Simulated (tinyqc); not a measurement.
Inter-valley coupling by envelope functions against a chain of atomic planes: sweeps and comparisons. A value that a table varies takes the place of the one given here.

Chain: E(phi) = e0 + 2 v cos(phi) + 2 u cos(2 phi), cos(phi0) = -v/(4u), e0 = 2u + v^2/(4u); plane j = 0, 1, ... has the potential V_j = dE x_j + F (j - 30) a/4 (1 MV/m = 1e-4 V/angstrom). There are 30 barrier planes a side; with y = j - 29.5, x_j = xb (f(y) + f(Nw - y)), f(y) = 1/(1 + exp(y/L)), plus any Ge added in the well. The valley splitting is the spacing of the two lowest levels. Envelope theory: F_j solves a one-valley chain with hopping -b and diagonal 2b + V_j, b = 4u sin^2(phi0), sum F_j^2 = 1; the valleys couple by Dv = sum_j F_j^2 V_j exp(-2 i phi0 j) and split by 2|Dv|.

Inputs chosen for the exercise (near those of the Delta valleys of silicon in a SiGe well; shifted at random, so the results belong to these values and not to a real crystal): a = 5.431 angstrom (lattice constant; planes lie a/4 apart); u = 0.583 eV (second-neighbour hopping); v = 0.611 eV (nearest hopping); Nw = 48 (planes in the well); L = 1.5 planes (interface width); xb = 0.25 (Ge fraction of the barriers); dE = 0.56 eV (offset per unit Ge fraction); F = 2 MV/m (field); xs = 0.18 (Ge fraction added on that plane); xw = 0.015 (mean Ge fraction of the wiggle); x0 = 4446 (start of the number sequence); na = 8000 (atoms a plane under the dot); js = 62 (plane j of a Ge spike (the well starts at j = 30)).

## Position of the spike

The spike is moved through the well; position counted from the first well plane, j - 30.

Against position:

| j - 30 | F_j^2, smooth | mean of the doublet (meV) | splitting, chain (micro-eV) | envelope | first order |
|---|---|---|---|---|---|
| 2 | 0.00547 | 14.03 | 779 | 752 | 1103 |
| 6 | 0.01432 | 14.58 | 1883 | 1798 | 2887 |
| 10 | 0.02470 | 15.27 | 3258 | 3124 | 4979 |
| 14 | 0.03324 | 15.99 | 4698 | 4578 | 6701 |
| 19 | 0.03816 | 16.63 | 5972 | 5894 | 7694 |
| 24 | 0.03589 | 16.44 | 5594 | 5519 | 7235 |
| 31 | 0.02436 | 15.30 | 3311 | 3203 | 4911 |
| 38 | 0.01085 | 14.34 | 1394 | 1328 | 2187 |
| 46 | 0.00146 | 13.75 | 218 | 211 | 294 |

What can be read from the table?

The splitting is largest at plane 19 among these rows (5972 micro-eV), and the smooth envelope peaks at plane 20, counting all planes; without a spike it is 0.037. Where the splitting exceeds 20 micro-eV the envelope theory lies within 4.8 % of the chain and first order within 57 %.

## A periodic Ge profile (wiggle well)

periods (planes): pi/phi0 1.71120, pi/(pi - phi0) 2.40607

Added fraction xw (1 - cos(2 pi (j - 30)/p)) on the well planes; p = f times the resonant period pi/(pi - phi0). At resonance the estimate is dE xw.

Against period:

| f | p (planes) | mean of the doublet (meV) | splitting, chain (micro-eV) | envelope |
|---|---|---|---|---|
| 0.90 | 2.1655 | 21.85 | 233 | 248 |
| 0.95 | 2.2858 | 21.54 | 3109 | 3271 |
| 0.98 | 2.3579 | 21.77 | 7143 | 7312 |
| 0.99 | 2.3820 | 21.91 | 7993 | 8049 |
| 1.00 | 2.4061 | 21.97 | 8329 | 8298 |
| 1.01 | 2.4301 | 21.92 | 8086 | 8045 |
| 1.02 | 2.4542 | 21.80 | 7343 | 7338 |
| 1.05 | 2.5264 | 21.54 | 3927 | 3905 |
| 1.10 | 2.6467 | 21.76 | 386 | 360 |
| 1.50 | 3.6091 | 21.95 | 11 | 13 |
| 3.00 | 7.2182 | 21.96 | 12 | 12 |

What can be read from the table?

The splitting peaks at f = 1 with 8.33 meV, against the estimate dE xw = 8.40 meV, and is 0.86 and 0.88 of the value at f = 1 two per cent off to either side: the width of the resonance is set by the number of periods under the envelope. At f = 3 it is 12 micro-eV. The chain has one orbital a plane and knows only this resonance; longer periods that work through other bands are outside it.

## Random alloy fluctuations

A uniform fraction x is added on all planes. Each plane j then fluctuates by q sqrt(x_j (1 - x_j)/na) in Ge fraction, q = sqrt12 (z/2147483647 - 1/2) with z(new) = 16807 z mod 2147483647 from x0, restarted for each row; 24 samples. Theory: Dv is a complex Gaussian with sigma^2 = dE^2 sum F_j^4 x_j (1 - x_j)/na, and the mean splitting is sqrt(pi) sigma if the smooth part is negligible.

Splitting (micro-eV):

| x | sigma | sqrt(pi) sigma | mean of 24 | least | largest |
|---|---|---|---|---|---|
| 0.00 | 19.9 | 35.2 | 39.0 | 8.7 | 75.1 |
| 0.01 | 106.6 | 189.0 | 185.7 | 10.4 | 386.9 |
| 0.02 | 148.7 | 263.6 | 259.1 | 30.2 | 532.6 |
| 0.05 | 230.3 | 408.2 | 401.6 | 54.4 | 815.4 |
| 0.10 | 316.5 | 560.9 | 552.0 | 76.7 | 1114.5 |

How do the results move?

Without added Ge the disorder sits in the barriers, where the state is small: mean 39.0 micro-eV, against 0.037 for the smooth well. With 5 % Ge in the well the mean is 402, theory 408, with a statistical error of about 11 % for 24 samples; the miss is -2 %, and since every row reuses one sequence the rows with added Ge miss alike. The spread grows with the mean: at 5 % the samples run from 54 to 815, so small splittings remain possible. sigma falls as 1/sqrt(na) for larger dots. A chain with one orbital a plane has no Bloch-function factor, which scales all these couplings down in fuller models.

## What each parameter does

Chain with the spike on plane js. Each row changes one parameter from the base and keeps the others.

Results:

| case | level (meV) | splitting (micro-eV) |
|---|---|---|
| base | 15.135 | 2988.5 |
| Nw = 54 | 14.526 | 3354.8 |
| L = 2 planes | 15.767 | 3086.2 |
| xb = 0.3 | 15.467 | 3063.9 |
| dE = 0.616 eV | 15.403 | 3216.1 |
| F = 4 MV/m | 20.185 | 2189.4 |
| js = 65 | 14.698 | 2114.3 |
| xs = 0.234 | 15.392 | 3503.0 |

How do the results move?

The largest shifts from the base row, up to three for each result and ties (the steps differ in size, so this ranks the rows, not the parameters). level (meV): F +5.050, L +0.631, Nw -0.609. splitting (micro-eV): js -874.2, F -799.1, xs +514.5.

Computed by tinyqc, a small Python program: `OMP_NUM_THREADS=1 python tinyqc.py 1452668 1452669 out.jsonl` (the numbers bound the seed that draws the inputs); one thread of a shared host (Intel(R) Xeon(R) Processor @ 2.30GHz), about 0.05 s for the whole set of steps.
